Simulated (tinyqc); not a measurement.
Speciation in dilute and buffered hydrofluoric acid, oxide etch rate and bath loading. Changing the HCl added. Computed by tinyqc, a small Python program. Command: `OMP_NUM_THREADS=1 python tinyqc.py 3121293 3121294 out.jsonl hfetch sweep`. One thread of a shared host (Intel(R) Xeon(R) Processor @ 2.30GHz), about 0.01 s of CPU time with the checks.

Concentrations stand for activities, NH4+ and Cl- are spectators, and water ionisation is neglected. H, F and HF2 denote the ions H+, F- and HF2-. The base temperature is 298 K.

Inputs (values chosen for the exercise, of the order of those for thermal oxide at room temperature):
```
quantity                            value            unit
HF added                              1.4           mol/L
NH4F added                            1.2           mol/L
K1 = [H][F]/[HF]                 0.000655           mol/L
K2 = [HF2]/([HF][F])                  3.5           L/mol
K3 = [H2F2]/[HF]^2                      0           L/mol
rate constant of neutral HF k_a        12  nm L/(min mol)
rate constant of HF2 k_b               62  nm L/(min mol)
activation energy                    0.36              eV
temperature error                    0.84               K
oxide removed per wafer               210              nm
```

Constants: k_B = 8.617333262e-05 eV/K.

Method:
- Fluoride balance: [HF] + [F] + 2 [HF2] + 2 [H2F2] = HF added + NH4F added. Acid balance: [H] + [HF] + [HF2] + 2 [H2F2] = HF added + HCl added. For a trial [H], [HF] = [H][F]/K1, and the fluoride balance is a quadratic in [F].
- The root is refined to 1e-13 in pH = -log10 [H].
- Rate = k_a ([HF] + 2 [H2F2]) + k_b [HF2], an empirical two-term form.
- Time = oxide/rate; a temperature error changes the rate by exp((E_a/k_B)(1/298 - 1/(298 + error))) - 1.

One run for each value:
```
HCl added (mol/L)  etch rate (nm/min)      pH  [HF2] (mol/L)  share of HF2 in the rate (%)
0.001                          57.248  3.0043        0.80895                        87.610
0.0026                         57.254  3.0015        0.80870                        87.573
0.0067                         57.270  2.9942        0.80803                        87.477
0.017                          57.303  2.9759        0.80624                        87.232
0.045                          57.355  2.9264        0.80058                        86.542
0.12                           57.215  2.7950        0.77988                        84.511
0.3                            55.448  2.4902        0.70174                        78.466
0.77                           45.120  1.7326        0.38604                        53.046
2                              31.872  0.0860        0.01833                         3.566
```

What does the table show, and why?

Over the rows, etch rate (nm/min) goes from 57.2 through a maximum among these rows, 57.4 at 0.0450, to 31.9; pH falls from 3.00 to 0.0860; [HF2] (mol/L) falls from 0.809 to 0.0183 (exponent d ln y / d ln x -3.3e-4 between the first rows and -3.2 between the last). Added acid turns F and HF2 into neutral HF, the slower species in this rate law.

Caution (all rows): at ionic strengths above about 0.5 mol/L activities differ much from concentrations, so pH and rates are only indicative.

Extremes, crossings and ranges named in words are read from the listed rows.
